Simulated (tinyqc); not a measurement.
## Threshold spread from leakage statistics

Problem. VT is Gaussian with standard deviation s and Ioff goes as exp(-VT/(n Vt)), so Ioff is log-normal: mean/median = exp(w^2/2) with w = s/(n Vt). Find w, s, the relative standard deviation sqrt(exp(w^2) - 1) and the share of devices that leak more than the mean, erfc(w/(2 sqrt(2)))/2.

Parameters, values chosen for the exercise:
- T = 325 K (temperature)
- n = 1.45 (subthreshold factor)

Constants: q = 1.602176634e-19 C, kB = 1.380649e-23 J/K, Vt = kB T/q. Results are converted to the units shown.

mean/median of the off current = 2.2688159

Answer. w = sqrt(2 ln(mean/median)); the mean lies w/2 standard deviations out in ln Ioff.

w = 1.28
s = 52.0 mV
relative standard deviation = 2.04
share above the mean = 26.1 %

Computed by the program tinyqc: `OMP_NUM_THREADS=1 python tinyqc.py 2090172 2090173 out.jsonl`, one thread of a shared Intel Xeon 2.30GHz, about 0.02 s for the whole run.
